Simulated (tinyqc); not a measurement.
# Tail temperature from the power law

Inverse problem. When tail states hold most of the charge, the linear current goes as I = A (Vg - VT)^g with g = 2 Tt/T - 1. Find g, Tt and the tail width kB Tt.

Parameters, values chosen for the exercise:
- T = 290 K (temperature)

Constants: q = 1.602176634e-19 C, kB = 1.380649e-23 J/K, Vt = kB T/q. Results are converted to the units shown.

I at Vg - VT = 4.3 and 6.4 V (nA): 95.107683  225.64021

Answer. g is the slope of ln I against ln(Vg - VT).

g = 2.17
Tt = 460 K
kB Tt = 39.6 meV

tinyqc, about 0.02 s, one thread, Intel Xeon 2.30GHz (shared host): `OMP_NUM_THREADS=1 python tinyqc.py 2610044 2610045 out.jsonl`
